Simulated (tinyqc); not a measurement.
Inside a calculation. Method: one-electron ion in a basis of Gaussians. Computed by tinyqc, a small Python program that keeps every step. Settings: Z = 4, l = 2. Command: `OMP_NUM_THREADS=1 python tinyqc.py 22212 22213 out.jsonl` (the two numbers bound the seeds that draw the settings). One thread of a shared host (Intel(R) Xeon(R) Processor @ 2.60GHz), about 0.01 s of CPU time with the checks.

## Matrices over normalised Gaussians

exponents of r^l exp(-a r^2) (1/bohr^2): 0.035550  0.080020  0.180100  0.405400  0.912500  2.054000  4.623000

Z = 4

l = 2

With p = a_i + a_j and I(k) = Gamma((k+1)/2) / (2 p^((k+1)/2)): S = I(2l+2), T = (2l+3) a_i a_j S / p, V = -Z I(2l+1), each divided by sqrt(S_ii S_jj).

S:
```
          1         2         3         4         5         6         7
1  1.000000  0.755464  0.352047  0.119126  0.033812  0.008799  0.002199
2  0.755464  1.000000  0.755515  0.352036  0.119130  0.033811  0.008800
3  0.352047  0.755515  1.000000  0.755451  0.352004  0.119109  0.033810
4  0.119126  0.352036  0.755451  1.000000  0.755476  0.352006  0.119128
5  0.033812  0.119130  0.352004  0.755476  1.000000  0.755454  0.352031
6  0.008799  0.033811  0.119109  0.352006  0.755454  1.000000  0.755506
7  0.002199  0.008800  0.033810  0.119128  0.352031  0.755506  1.000000
```

T (hartree):
```
          1         2         3         4         5         6          7
1  0.124425  0.130168  0.073165  0.027255  0.008099  0.002152   0.000543
2  0.130168  0.280070  0.293008  0.164683  0.061350  0.018229   0.004846
3  0.073165  0.293008  0.630350  0.659440  0.370622  0.138056   0.041026
4  0.027255  0.164683  0.659440  1.418900  1.484406  0.834264   0.310806
5  0.008099  0.061350  0.370622  1.484406  3.193750  3.341143   1.877925
6  0.002152  0.018229  0.138056  0.834264  3.341143  7.189000   7.521055
7  0.000543  0.004846  0.041026  0.310806  1.877925  7.521055  16.180500
```

V (hartree):
```
           1          2          3          4          5          6          7
1  -0.641872  -0.618230  -0.393540  -0.190422  -0.079250  -0.030618  -0.011428
2  -0.618230  -0.963004  -0.927564  -0.590418  -0.285697  -0.118897  -0.045941
3  -0.393540  -0.927564  -1.444726  -1.391501  -0.885710  -0.428559  -0.178369
4  -0.190422  -0.590418  -1.391501  -2.167558  -2.087735  -1.328858  -0.643047
5  -0.079250  -0.285697  -0.885710  -2.087735  -3.251960  -3.132160  -1.993758
6  -0.030618  -0.118897  -0.428559  -1.328858  -3.132160  -4.878980  -4.699398
7  -0.011428  -0.045941  -0.178369  -0.643047  -1.993758  -4.699398  -7.319657
```

## Generalised eigenproblem

H = T + V (hartree):
```
           1          2          3          4          5          6          7
1  -0.517447  -0.488062  -0.320375  -0.163167  -0.071152  -0.028466  -0.010884
2  -0.488062  -0.682934  -0.634556  -0.425735  -0.224347  -0.100668  -0.041096
3  -0.320375  -0.634556  -0.814376  -0.732062  -0.515089  -0.290503  -0.137343
4  -0.163167  -0.425735  -0.732062  -0.748658  -0.603330  -0.494594  -0.332241
5  -0.071152  -0.224347  -0.515089  -0.603330  -0.058210   0.208982  -0.115833
6  -0.028466  -0.100668  -0.290503  -0.494594   0.208982   2.310020   2.821657
7  -0.010884  -0.041096  -0.137343  -0.332241  -0.115833   2.821657   8.860843
```

Solve H C = S C e through S^(-1/2); each column has its largest component positive (the first on a tie).

eigenvalues of S: 0.018704  0.063180  0.189271  0.491982  1.100128  2.056824  3.079912

eigenvalues (hartree): -0.888867  -0.499799  -0.305152  0.137285  1.669031  5.992877  17.419744

coefficients:
```
           1          2          3          4          5          6          7
1  -0.004387   0.455382  -1.584157   0.910480  -0.379106   0.181128  -0.093378
2   0.164113   0.746278   1.822298  -2.322048   1.161619  -0.562902   0.288494
3   0.534329  -0.378703  -0.438859   2.921298  -2.219253   1.162591  -0.595785
4   0.346368  -0.296236  -0.260452  -1.667078   2.986138  -2.017673   1.077425
5   0.101823  -0.086118  -0.101475   0.046852  -2.186023   2.788382  -1.789088
6   0.020568  -0.015925  -0.010875  -0.116340   0.271535  -2.222506   2.452927
7   0.005050  -0.004106  -0.005090   0.007966  -0.103771   0.226624  -1.915563
```

For Z = 4 and l = 2 the exact lowest level is -Z^2/(2 n^2) with n = l + 1: -0.888889 hartree.
